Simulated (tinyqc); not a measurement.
Two coupled magnetic layers: synthetic antiferromagnet, spin flop, exchange bias and magnetoresistance: one step, computed by the program tinyqc. Command: `OMP_NUM_THREADS=1 python tinyqc.py 3030919 3030920 out.jsonl saf walk`. One thread of a shared host (Intel(R) Xeon(R) Processor @ 2.30GHz), about 0.2 s of CPU time with the checks.

Moments lie in the plane at the angles p1, p2 from the field. Energy per area: E = J1 cos(p1 - p2) + J2 cos^2(p1 - p2) - B M_s (t1 cos p1 + t2 cos p2) + K (t1 cos^2 p1 + t2 cos^2 p2).

Task: Saturation field. The parallel state is stable while the Hessian at p1 = p2 = 0 is positive: with c = J1 + 2 J2 and u = B M_s - 2K, (u t1 - c)(u t2 - c) > c^2, so B_sat M_s = c (1/t1 + 1/t2) + 2K. B_K = 2K/M_s.

Inputs (values chosen for the exercise, for a model stack):
```
quantity                         value    unit
saturation magnetisation M_s       817    kA/m
thickness t1                       4.5      nm
thickness t2                       4.5      nm
antiferromagnetic coupling J1      0.2  mJ/m^2
biquadratic coupling J2          0.031  mJ/m^2
in-plane anisotropy K               10  kJ/m^3
field over the saturation field   0.82       -
```

Field direction: along the hard axis.

Give: exchange field c (1/t1 + 1/t2)/M_s; B_K; saturation field B_sat; applied field B.

Result:

exchange field c (1/t1 + 1/t2)/M_s = 142.53 mT

B_K = 24.480 mT

saturation field B_sat = 167.01 mT

applied field B = 136.95 mT
